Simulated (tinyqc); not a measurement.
## Segment and feed resistance from two drops

Inverse problem. A rail is fed at one end through Rq; K loads of Ij follow, each after a segment Rs. The drop at load j is K Ij Rq + Rs Ij sum_(l=1..j) (K - l + 1). Find Rs, Rq and the worst drop, at the middle, if the rail were fed through Rq at both ends: K Ij Rq/2 + Rs Ij K^2/8 with the load taken as continuous.

Parameters, values chosen for the exercise:
- K = 29 (number of equal loads)
- Ij = 0.99 mA (current of each load)

drops at the first and at the last load (mV): 31.868100  112.25610

Answer. The difference of the two drops is Rs Ij K (K - 1)/2, which gives Rs; the first drop then gives Rq.

Rs = 0.200 ohm
Rq = 0.910 ohm
drop at the middle with two feeds = 33.9 mV

Numbers from tinyqc (`OMP_NUM_THREADS=1 python tinyqc.py 2770179 2770180 out.jsonl`; about 0.2 s on one thread of a shared Intel Xeon 2.30GHz).
